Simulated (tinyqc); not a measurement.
# Six-transistor SRAM cell, nodal equations and margins: two studies

Two cross-coupled inverters (pull-down bn, pull-up bp) hold the nodes Q and QB; access transistors (ba, threshold VTn, gate on the word line at Vdd when selected) join them to the bit lines. Transistor (EKV form, voltages against the body): I = 2 n b Vt^2 [F(vp - Vs) - F(vp - Vd)] from drain to source, F(v) = ln^2(1 + exp(v/(2 Vt))), vp = (Vg - VT + sg |Vd - Vs|)/n. n-channel bodies are at 0; for the p-channel device all voltages are counted down from Vdd. b in uA/V^2 gives I in uA. For an access transistor the bit line is the drain and the node the source. In a read both bit lines are at Vdd. The cell is symmetric (no mismatch).

Parameters, values chosen for the exercise: temperature T = 300 K; supply voltage Vdd = 0.7 V; slope factor n = 1.21; drain-induced barrier lowering sg = 0.059; n-channel threshold VTn = 0.28 V; p-channel threshold (magnitude) VTp = 0.43 V; gain factor of the pull-down transistor bn = 190 uA/V^2; gain factor of the access transistor ba = 130 uA/V^2; gain factor of the pull-up transistor bp = 90 uA/V^2.

Constants: q = 1.602176634e-19 C, kB = 1.380649e-23 J/K, Vt = kB T/q. Results are converted to the units shown.

Each table varies one quantity; the others keep the values above.

## Effect of the gain factor of the pull-up transistor

f(x) is the node voltage of one half-cell for input x: In = Ip in hold, In = Ip + Ia in a read. Static noise margin: side of the largest square between the curve (x, f(x)) and its mirror image (f(y), y); with h(c) the root x of f(x) - x = c, it is the maximum over c > 0 of h(c) - h(-c) + c. Q is the low node in a read and Iread the current of its access transistor. The write trip is the voltage to which the bit line of the high node must fall (the other staying at Vdd) for that state to vanish; higher is easier, and a negative value means that a grounded bit line does not write.

Effect of the gain factor of the pull-up transistor:

| bp (uA/V^2) | hold margin (mV) | read margin (mV) | Q in a read (mV) | Iread (uA) | write trip (mV) |
|---|---|---|---|---|---|
| 32 | 220.3 | 84.73 | 91.51 | 6.410 | 314.6 |
| 45 | 227.1 | 90.84 | 91.48 | 6.411 | 299.2 |
| 65 | 234.3 | 97.35 | 91.47 | 6.412 | 280.9 |
| 93 | 241.3 | 103.6 | 91.46 | 6.412 | 260.9 |
| 130 | 247.6 | 109.4 | 91.45 | 6.413 | 239.8 |
| 190 | 254.5 | 115.9 | 91.44 | 6.413 | 212.5 |

As bp goes from 32 to 190 uA/V^2, the read margin rises from 84.7 to 116 mV, the write trip falls from 315 to 212 mV and Iread stays near 6.41 uA. The read margin is 0.38 of the hold margin in the first row and 0.46 in the last. Read stability and write ability pull in opposite directions. For bp = 32 to 65 uA/V^2 the read margin is under 100 mV, which threshold mismatch, left out here, can use up in a large array.

## Effect of the gain factor of the pull-down transistor

Same model as above.

Effect of the gain factor of the pull-down transistor:

| bn (uA/V^2) | hold margin (mV) | read margin (mV) | Q in a read (mV) | Iread (uA) | write trip (mV) |
|---|---|---|---|---|---|
| 120 | 249.3 | 85.94 | 120.8 | 5.111 | 284.2 |
| 160 | 243.9 | 96.72 | 102.0 | 5.927 | 270.7 |
| 210 | 238.7 | 106.7 | 85.58 | 6.691 | 258.4 |
| 270 | 233.8 | 115.4 | 71.82 | 7.367 | 247.6 |
| 360 | 228.1 | 124.7 | 57.93 | 8.083 | 236.1 |
| 480 | 222.4 | 132.9 | 46.09 | 8.720 | 225.5 |

As bn goes from 120 to 480 uA/V^2, the read margin rises from 85.9 to 133 mV, the write trip falls from 284 to 226 mV and Iread rises from 5.11 to 8.72 uA. The read margin is 0.34 of the hold margin in the first row and 0.60 in the last. Read stability and write ability pull in opposite directions. For bn = 120 to 160 uA/V^2 the read margin is under 100 mV, which threshold mismatch, left out here, can use up in a large array.

tinyqc, about 0.1 s, one thread, Intel Xeon 2.30GHz (shared host): `OMP_NUM_THREADS=1 python tinyqc.py 2340017 2340018 out.jsonl`
